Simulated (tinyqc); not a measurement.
# Strained L valleys, repopulation and conductivity mass, step by step

Numbers from tinyqc (`OMP_NUM_THREADS=1 python tinyqc.py 2530025 2530026 out.jsonl`; about 0.01 s on one thread of a shared Intel Xeon 2.30GHz). Printed values are rounded.

A cubic crystal with four conduction valleys along the <111> axes under uniaxial stress X along [110] (X > 0 is tension); current along [110]. Non-degenerate electrons, fixed total density, one relaxation time for all valleys and stresses, masses unchanged by strain, so the mobility goes as the mean inverse mass.

Values chosen for this exercise; values close to those of germanium: temperature T = 325 K; compliance s11 = 9.55 1/TPa; compliance s12 = -2.78 1/TPa; compliance s44 = 15.3 1/TPa; shear deformation potential Xu = 16.1 eV; longitudinal mass ml = 1.6 m0; transverse mass mt = 0.0808 m0; uniaxial stress (tension positive) X = 1000 MPa.

Constants: q = 1.602176634e-19 C, kB = 1.380649e-23 J/K, Vt = kB T/q. Results are converted to the units shown.

## Strain tensor

Stress s_ij = X a_i a_j with a the unit vector along [110]; strain e_ii = s11 s_ii + s12 (s_jj + s_kk), e_ij = s44 s_ij/2.

strain (%):

|  | x | y | z |
|---|---|---|---|
| x | 0.3385000 | 0.3825000 | 0.0000000 |
| y | 0.3825000 | 0.3385000 | 0.0000000 |
| z | 0.0000000 | 0.0000000 | -0.2780000 |

## Valley shifts and shares

Valley shift dE = Xu (n.e.n - trace(e)/3) with n the valley axis; share f proportional to exp(-dE/Vt).

| valley | dE (meV) | share f |
|---|---|---|
| [111] | 41.05500 | 0.0253010 |
| [-111] | -41.05500 | 0.4746990 |
| [1-11] | -41.05500 | 0.4746990 |
| [11-1] | 41.05500 | 0.0253010 |

The splitting is 82.1 meV, 2.9 Vt.

## Conductivity mass and mobility

Inverse mass along the current d = [110]: (n.d)^2/ml + (1 - (n.d)^2)/mt; mu/mu0 = sum f (1/m) over the plain mean of 1/m.

1/m along d, valley [111] to [11-1] (1/m0): [4.542079, 12.37624, 12.37624, 4.542079]
conductivity mass = 0.08347375 m0
unstrained value = 0.1182151 m0
mu/mu0 = 1.416194

The possible range, all electrons in one kind of valley, is 0.537 to 1.46.
